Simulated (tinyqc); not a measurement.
Inside a calculation: overlap of hydrogenic dopants: pairs, impurity band and the Mott density. Values are carried at full precision from step to step, so a last printed digit may differ when a step is redone from the rounded ones.

Ry* = Ry m/eps^2, aB = a0 eps/m. For 1s orbitals a distance rho = R/aB apart, in Ry*: overlap S = exp(-rho)(1 + rho + rho^2/3), J = (2/rho)(1 - (1 + rho) exp(-2 rho)) (attraction to the other ion), Kx = 2 (1 + rho) exp(-rho) (exchange of one electron). One electron on a pair has E = -1 - (J +/- Kx)/(1 +/- S), without the repulsion 2/rho of the ions. Hopping after orthogonalisation: t = (Kx - S J)/(1 - S^2), half the splitting. Dopants on a lattice with z neighbours, n = 1/R^3 (simple cubic), give a band of width B = 2 z t, as on any lattice of two interpenetrating sublattices. Valleys, central cells and disorder are left out.

Constants: Ry = 13.60569312 eV; a0 (Bohr radius) = 0.5291772105 angstrom; hbar = 6.58211957e-16 eV s.

Values chosen for the exercise (an isotropic mass and dielectric constant of the size used for donors in Ge; not measured data):
```
symbol  value  unit    meaning
m       0.116  m0      mass
eps     15.5           dielectric constant
N       0.013  1/aB^3  dopant density
rho     5.6    aB      distance of a pair
u       0.945  Ry*     cost of a second electron on one dopant
z       6              neighbours in the dopant lattice
```

## Scales

Form Ry*, aB, and the density N in 1/cm^3 (1/angstrom^3 = 1e24/cm^3).

Ry* = 6.569 meV
aB = 70.709 angstrom
density = 3.677e+16 1/cm^3

## A pair with one electron

Form S, J, Kx, the two levels, t, and the total energy of the lower state with the repulsion, relative to a distant pair (-1).

S, J, Kx: 0.06306  0.35711  0.04881

levels (Ry*): even -1.38184, odd -1.32905

t = 0.02640 Ry*
energy of the pair against a distant one (negative: bound) = -0.02470 Ry*

In this host the pair is 39.6 nm long and its splitting 2t is 0.35 meV.

## The pair with two electrons (two-site Hubbard model)

t is the hopping between the two dopants. Singlet at (u - sqrt(u^2 + 16 t^2))/2 below the triplet at 0; estimate 4 t^2/u; weight of double occupancy (1 - u/sqrt(u^2 + 16 t^2))/2; swap time pi hbar/Jx with Jx the splitting in eV. t and u are in units of Ry*.

singlet-triplet splitting (meV): exact 0.01932, 4 t^2/u 0.01938

double occupancy = 0.0031
swap time = 107 ps

The estimate is 0.3 % too high at 4t/u = 0.11.

## The impurity band at this density

Form R/aB, t, B = 2 z t and N^(1/3) aB. Two estimates of the gap between the Hubbard bands: u - B (rigid bands, closing at B = u) and the Hubbard-III rule, which closes at B = (2/sqrt3) u; give B/u.

R/aB = 4.2529
t = 0.07600 Ry*

B: in Ry* 0.912, in meV 5.991

N^(1/3) aB = 0.2351
B/u = 0.965

Both rules leave a gap: an insulator at T = 0. Mott's screening rule, N^(1/3) aB = 0.26, puts this density on the insulating side.

## Checks

- Overlap S against numerical integration in elliptic coordinates: both 0.063061.

(tinyqc, `OMP_NUM_THREADS=1 python tinyqc.py 1451472 1451473 out.jsonl`, Intel(R) Xeon(R) Processor @ 2.30GHz, 1 thread, shared host, about 0.01 s.)
